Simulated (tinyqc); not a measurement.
Worked calculation: Pariser-Parr-Pople SCF with singles CI, for the molecule C1=CC=CC=CC=C1 (SMILES; centres numbered as the heavy atoms are written). Computed by tinyqc, a small Python program that keeps every step. Settings: charge = 0, gamma = Ohno, start = huckel, damping = 0.3, iteration cap = 88, excitations kept = 9. Command: `OMP_NUM_THREADS=1 python tinyqc.py 30414 30415 out.jsonl` (the two numbers bound the seeds that draw the settings). One thread of a shared host (Intel(R) Xeon(R) Processor @ 2.60GHz), about 0.02 s of CPU time with the checks.

Centres (angstrom, eV; a flat drawing with bonds scaled to 1.40 angstrom):

| centre | x | y | core charge z | W | gamma_rr |
|---|---|---|---|---|---|
| 1C | 1.829000 | 0.000000 | 1 | 10.870000 | 11.860000 |
| 2C | 1.293000 | 1.293000 | 1 | 10.870000 | 11.860000 |
| 3C | 0.000000 | 1.829000 | 1 | 10.870000 | 11.860000 |
| 4C | -1.293000 | 1.293000 | 1 | 10.870000 | 11.860000 |
| 5C | -1.829000 | 0.000000 | 1 | 10.870000 | 11.860000 |
| 6C | -1.293000 | -1.293000 | 1 | 10.870000 | 11.860000 |
| 7C | 0.000000 | -1.829000 | 1 | 10.870000 | 11.860000 |
| 8C | 1.293000 | -1.293000 | 1 | 10.870000 | 11.860000 |

Resonance integrals (eV):

| i | j | beta |
|---|---|---|
| 1 | 2 | -2.390000 |
| 2 | 3 | -2.390000 |
| 3 | 4 | -2.390000 |
| 4 | 5 | -2.390000 |
| 5 | 6 | -2.390000 |
| 6 | 7 | -2.390000 |
| 7 | 8 | -2.390000 |
| 8 | 1 | -2.390000 |

Stop when output and input P, before any damping, agree to 1e-7.

Course of the cycle:

| iteration | E (eV) | largest \|P(out) - P(in)\| |
|---|---|---|
| 1 | -100.51677426 | 3.59e-02 |
| 2 | -100.58764764 | 2.08e-02 |
| 3 | -100.62756532 | 1.29e-02 |
| 4 | -100.64896617 | 1.22e-02 |
| 5 | -100.66166639 | 1.19e-02 |
| 6 | -100.67088459 | 1.19e-02 |
| 7 | -100.67905457 | 1.20e-02 |
| 8 | -100.68724648 | 1.22e-02 |
| 9 | -100.69591647 | 1.24e-02 |
| 10 | -100.70525101 | 1.26e-02 |
| 11 | -100.71531386 | 1.28e-02 |
| ... | ... | ... |
| 78 | -100.97811447 | 3.72e-04 |
| 79 | -100.97812039 | 3.45e-04 |
| 80 | -100.97812549 | 3.20e-04 |
| 81 | -100.97812988 | 2.97e-04 |
| 82 | -100.97813365 | 2.75e-04 |
| 83 | -100.97813690 | 2.55e-04 |
| 84 | -100.97813970 | 2.37e-04 |
| 85 | -100.97814211 | 2.20e-04 |
| 86 | -100.97814418 | 2.04e-04 |
| 87 | -100.97814596 | 1.89e-04 |
| 88 | -100.97814750 | 1.76e-04 |

Can the last value be used, and what does the course show?

Not by the stop rule, although the second column moves by less than 1e-05 over the last three steps. Not converged within 88 iterations: the residual falls steadily but slowly, by a factor of about 0.93 a step. Reruns (cap 100 unless said): damping 0.5: not converged; damping 0: not converged; the original settings with a cap of 400: converged in 188 (E = -100.97816).
